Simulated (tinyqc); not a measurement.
Donor near an oxide interface in a gate field (two-state model), step by step. Values are carried at full precision from step to step, so a last printed digit may differ when a step is redone from the rounded ones.

Interface at z = 0 (hard wall), donor at z = d, field F pulling electrons to the interface: potential e F z; 1 kV/cm = 1e-5 eV/angstrom, c = hbar^2/2m0, q = e^2/(4 pi eps0), Q = (eps - eo)/(eps + eo). Donor state: E_D = e F d - ED - q Q/(4 eps d), the last term joining the images of ion and electron. Interface state: z exp(-b z/2) exp(-rho^2/(2 L^2)) with E_z = c b^2/(4 mz) + 3 e F/b + q Q b/(8 eps), minimised over b; in the plane at z = 3/b the ion (distance D = d - 3/b) and its image (D' = d + 3/b) give E_rho = c/(mt L^2) - (q/eps)(sqrt(pi)/L)[erfcx(D/L) + Q erfcx(D'/L)], erfcx(x) = exp(x^2) erfc(x), minimised over L. E_I = E_z + E_rho.

Constants: hbar^2/2m0 = 3.80998211 eV angstrom^2; e^2/(4 pi eps0) = 14.39964547 eV angstrom.

Values chosen for the exercise (near those of a donor in Si below SiO2, static dielectric constants; not measured data): d = 100 angstrom (depth of the donor); ED = 54.1 meV (bulk binding energy); mz = 0.927 m0 (mass across the interface); mt = 0.185 m0 (mass in the plane); eps = 11.4 (dielectric constant of the semiconductor); eo = 3.9 (dielectric constant of the oxide); F = 81.7 kV/cm (field in the semiconductor); aD = 14.3 angstrom (donor radius); v = 0.45 (valley factor).

## The interface state across the interface

Solve c b/(2 mz) - 3 e F/b^2 + q Q/(8 eps) = 0; give Q, b, the three terms of E_z and <z> = 3/b.

Q = 0.4902
b = 0.09487 1/angstrom

kinetic, field and image terms (meV): 9.25  25.84  7.34

<z> = 31.6 angstrom

The image pushes the electron away from the oxide; without it <z> would be 28.3 angstrom.

## Binding in the plane

Give D, D', the best L, both terms and E_rho.

D, D' (angstrom): 68.4  131.6

L = 80.7 angstrom

kinetic and Coulomb terms (meV): 3.16  -17.23

E_rho = -14.06 meV

The bottom of the well lies at -23.2 meV, so the level is 39 % of the way up; L/D = 1.18. Above the critical field the ionised donor would thus still hold its electron as a dot at the interface.

## Where the electron sits

The two states couple by t = t0 exp(-D/aD) with t0 = q/(eps aD) (2 aD/L) sqrt(aD b/2) v, v a valley factor; this form is an estimate. With detuning u = E_D - E_I the splitting is sqrt(u^2 + 4 t^2) and the lower state has weight (1 - u/sqrt(u^2 + 4 t^2))/2 on the donor.

Give E_D, E_I, t, the splitting and the donor weight.

E_D, E_I (meV): 26.05  28.36

t = 0.0973 meV
splitting = 2.32 meV
donor weight = 0.998

The electron is on the donor; the contact hyperfine coupling scales with the donor weight. With this t, the tunnelling time pi hbar/(2t) at a crossing would be 10.6 ps (hbar = 6.58212e-16 eV s); here the detuning is 23.7 t.

## Critical field

Find F at which E_D = E_I; compare the rule e F d = ED. The crossing width is 4t/(e D), with t and D formed anew at that field.

critical field = 85.1 kV/cm
ED/(e d) = 54.1 kV/cm
width = 0.55 kV/cm

The confinement energy E_z = 43.5 meV raises the field needed and the attraction E_rho = -14.0 meV lowers it; the result is 1.57 times the simple rule.

## Checks

- E_z without images against 1.5 x 6^(2/3)/2 (c (e F)^2/mz)^(1/3), meV: both 34.67.
- E_rho from the radial equation in the full Coulomb well against the Gaussian trial function, meV: -14.2 against -14.1.

Run: tinyqc, `OMP_NUM_THREADS=1 python tinyqc.py 1251523 1251524 out.jsonl`; Intel(R) Xeon(R) Processor @ 2.30GHz, one thread, shared host; about 0.08 s of CPU time with all checks.
